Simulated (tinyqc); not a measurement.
Comparisons within one model: density of states of one tight-binding band on the simple cubic lattice. A value that a table varies takes the place of the one given here.

E(k) = -2 t (c1 + c2 + c3) - 4 t2 (c1 c2 + c2 c3 + c3 c1) with ci = cos(2 pi ki); k in fractions of the reciprocal vectors, mesh k_i = j/N with j = 0 .. N-1. Densities are per cell and per spin, so the band holds one state.

Each cube of the mesh, corners numbered 0 to 7 as the binary number (i j l), is cut into six tetrahedra around the diagonal 0-7: 0137, 0157, 0237, 0267, 0457, 0467. For corner energies e1 <= e2 <= e3 <= e4 and eij = ei - ej, the share of the tetrahedron below E is n = (E - e1)^3/(e21 e31 e41) for e1 < E < e2; n = [e21^2 + 3 e21 x + 3 x^2 - (e31 + e42) x^3/(e32 e42)]/(e31 e41) with x = E - e2 for e2 < E < e3; n = 1 - (e4 - E)^3/(e41 e42 e43) for e3 < E < e4; its density of states is g = dn/dE.

Gaussian broadening: g(E) = mean over the mesh of exp(-(E - E_k)^2/(2 sigma^2))/(sigma sqrt(2 pi)), n(E) = mean of erfc((E_k - E)/(sigma sqrt 2))/2.

Parameters, chosen for this exercise: t = 1.02 eV (nearest hopping); t2 = 0.05 eV (second hopping); N2 = 12 (mesh points along each axis in this comparison); sigma = 0.102 eV (Gaussian width); E = -2.04 eV (energy at which the density is wanted).

## Three ways to the same curve

N = N2 here; the reference is the linear method with N = 36.

g(E) (1/eV):

| E (eV) | reference | linear tetrahedra | Gaussian, sigma | Gaussian, sigma/4 | reference n(E) |
|---|---|---|---|---|---|
| -5.607 | 0.023 | 0.021 | 0.015 | 0.000 | 0.016 |
| -4.494 | 0.038 | 0.038 | 0.009 | 0.000 | 0.049 |
| -3.381 | 0.058 | 0.058 | 0.010 | 0.000 | 0.102 |
| -2.268 | 0.093 | 0.092 | 0.029 | 0.000 | 0.184 |
| -1.156 | 0.137 | 0.140 | 0.102 | 0.147 | 0.323 |
| -0.043 | 0.140 | 0.143 | 0.195 | 0.036 | 0.477 |
| 1.070 | 0.144 | 0.146 | 0.257 | 0.281 | 0.634 |
| 2.183 | 0.149 | 0.145 | 0.120 | 0.212 | 0.798 |
| 3.295 | 0.073 | 0.072 | 0.040 | 0.001 | 0.909 |
| 4.408 | 0.042 | 0.040 | 0.058 | 0.015 | 0.971 |

Root-mean-square errors against the reference: 0.0021 for linear tetrahedra, 0.0514 for sigma and 0.0731 for sigma/4. The narrow Gaussian is worse than the wide one, because it resolves the separate mesh levels. The reference is highest at 2.183 eV of the energies listed, and half filling lies between -0.043 and 1.070 eV.

## Convergence with the mesh

At the energy E; the plain count is the share of mesh points below E; the reference is the linear method with N = 36.

Results:

| N | points | g linear | n linear | g Gaussian | n Gaussian | n plain count |
|---|---|---|---|---|---|---|
| 4 | 64 | 0.1108 | 0.1670 | 0.7602 | 0.2043 | 0.1250 |
| 6 | 216 | 0.1086 | 0.1876 | 0.3933 | 0.1878 | 0.1528 |
| 8 | 512 | 0.1066 | 0.1955 | 0.2084 | 0.1894 | 0.1719 |
| 12 | 1728 | 0.1038 | 0.2017 | 0.1514 | 0.1981 | 0.1944 |
| 16 | 4096 | 0.1044 | 0.2040 | 0.1041 | 0.2040 | 0.1997 |
| 20 | 8000 | 0.1058 | 0.2050 | 0.1021 | 0.2039 | 0.2013 |

reference n and g: 0.2061  0.1059

The linear n(E) stays within 0.002 of the reference from N = 20 on. The Gaussian g still moves by more than 1 % between the last two meshes. At the last mesh it lies -0.004 1/eV from the reference g and the linear g 0.000. The plain count errs by -0.0049 at the last mesh.

## Critical points

The gradient vanishes at these points by symmetry; the signs of the eigenvalues of the second-derivative matrix give the type.

Critical points:

| point | k | E (eV) | positive | negative | type |
|---|---|---|---|---|---|
| Gamma | (0, 0, 0) | -6.7200 | 3 | 0 | minimum |
| X | (0.5, 0, 0) | -1.8400 | 2 | 1 | saddle |
| M | (0.5, 0.5, 0) | 2.2400 | 1 | 2 | saddle |
| R | (0.5, 0.5, 0.5) | 5.5200 | 0 | 3 | maximum |

Gamma is a minimum at -6.720 eV: its contribution to g starts as a square root. X is a saddle at -1.840 eV: g has a square-root kink there. M is a saddle at 2.240 eV: g has a square-root kink there. R is a maximum at 5.520 eV: its contribution to g ends as a square root.

## What moves the count of states

Linear method and Gaussian sum with N = 14. Each row changes one parameter from the base and keeps the others.

Results:

| case | n linear | g linear (1/eV) | n Gaussian | g Gaussian (1/eV) |
|---|---|---|---|---|
| base | 0.2031 | 0.1036 | 0.2024 | 0.1189 |
| t = 1.122 eV | 0.2250 | 0.1180 | 0.2315 | 0.1770 |
| E = -1.938 eV | 0.2141 | 0.1138 | 0.2162 | 0.1537 |
| sigma = 0.204 eV | 0.2031 | 0.1036 | 0.2064 | 0.1222 |
| t2 = 0.101 eV | 0.1998 | 0.0913 | 0.1995 | 0.0804 |

The largest shifts from the base row, up to three for each result and ties (the steps differ in size, so this ranks the rows, not the parameters). n linear: t +0.0219, E +0.0110, t2 -0.0034; unchanged at the printed digits by sigma. g linear (1/eV): t +0.0144, t2 -0.0123, E +0.0102; unchanged at the printed digits by sigma. n Gaussian: t +0.0290, E +0.0138, sigma +0.0039. g Gaussian (1/eV): t +0.0581, t2 -0.0386, E +0.0348.

(tinyqc, `OMP_NUM_THREADS=1 python tinyqc.py 1682320 1682321 out.jsonl`, Intel(R) Xeon(R) Processor @ 2.30GHz, 1 thread, shared host, about 0.2 s.)
